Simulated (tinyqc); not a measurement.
Hubbard chain of 6 sites, step by step. One step of it, computed by the program tinyqc.

Problem. Mean-field iteration 1. H(up) = T + U n(down), H(down) = T + U n(up); fill the lowest levels; n(new) = n + mixing (n(out) - n); E = tr T (rho up + rho down) + U sum n_up n_down of the output.

one-body matrix (hopping and site energies) (eV), order 1, 2, 3, 4, 5, 6:
$$\begin{pmatrix}
0.000000 & -1.170000 & 0.000000 & 0.000000 & 0.000000 & 0.000000 \\
-1.170000 & 0.000000 & -1.170000 & 0.000000 & 0.000000 & 0.000000 \\
0.000000 & -1.170000 & 0.000000 & -1.170000 & 0.000000 & 0.000000 \\
0.000000 & 0.000000 & -1.170000 & 0.000000 & -1.170000 & 0.000000 \\
0.000000 & 0.000000 & 0.000000 & -1.170000 & 0.000000 & -1.170000 \\
0.000000 & 0.000000 & 0.000000 & 0.000000 & -1.170000 & 0.000000
\end{pmatrix}$$

U = 6.000000 eV

electrons, up and down: [3, 3]

mixing = 1

n(up) at the start (a guess, not normalised): 1 0.950000, 2 0.050000, 3 0.950000, 4 0.050000, 5 0.950000, 6 0.050000

n(down) at the start (a guess): 1 0.050000, 2 0.950000, 3 0.050000, 4 0.950000, 5 0.050000, 6 0.950000

Give: levels, up; levels, down; energy; n(up) after iteration 1; n(down) after iteration 1.

Solution.

levels, up (eV): [-0.4256, -0.0690, 0.2502, 5.7498, 6.0690, 6.4256]

levels, down (eV): [-0.4256, -0.0690, 0.2502, 5.7498, 6.0690, 6.4256]

energy = -2.2092 eV

n(up) after iteration 1: 1 0.9627, 2 0.0706, 3 0.9329, 4 0.0671, 5 0.9294, 6 0.0373

n(down) after iteration 1: 1 0.0373, 2 0.9294, 3 0.0671, 4 0.9329, 5 0.0706, 6 0.9627
